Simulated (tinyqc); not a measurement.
Interstitial-substitutional diffusion of a fast metal impurity in a wafer (kick-out and dissociative mechanisms): one step, computed by the program tinyqc. Command: `OMP_NUM_THREADS=1 python tinyqc.py 3019217 3019218 out.jsonl kickout walk`. One thread of a shared host (Intel(R) Xeon(R) Processor @ 2.30GHz), about 0.2 s of CPU time with the checks.

The metal moves as an interstitial A_i and dissolves on lattice sites either by kicking out a self-interstitial (A_i = A_s + I) or by filling a vacancy (A_i + V = A_s). With A_i at its solubility, local equilibrium and c = C_s/C_s*, self-interstitials and vacancies obey C_I/C_I* = 1/c and C_V/C_V* = c.

Task: Diffusivity against concentration. In defect-free silicon dc/dt = d/dx [(D_K/c^2 + D_F) dc/dx], c = 1 at both faces. D_K = D_I C_I*/C_s* and D_F = D_V C_V*/C_s*. The two terms are equal at c* = sqrt(D_K/D_F). Take c = 1, 0.5, 0.2, 0.1, 0.03 and 0.01.

Inputs (values chosen for the exercise, loosely like those of a heavy transition metal in silicon): temperature T = 1175 C.

D_K = 3.612040e-09 cm^2/s

D_F = 1.096135e-09 cm^2/s

Give: c*; Effective diffusivity (cm^2/s).

Result:

c* = 1.815

Effective diffusivity (cm^2/s):

| c | kick-out term | total |
|---|---|---|
| 1.00 | 3.612e-09 | 4.708e-09 |
| 0.50 | 1.445e-08 | 1.554e-08 |
| 0.20 | 9.030e-08 | 9.140e-08 |
| 0.10 | 3.612e-07 | 3.623e-07 |
| 0.03 | 4.013e-06 | 4.014e-06 |
| 0.01 | 3.612e-05 | 3.612e-05 |
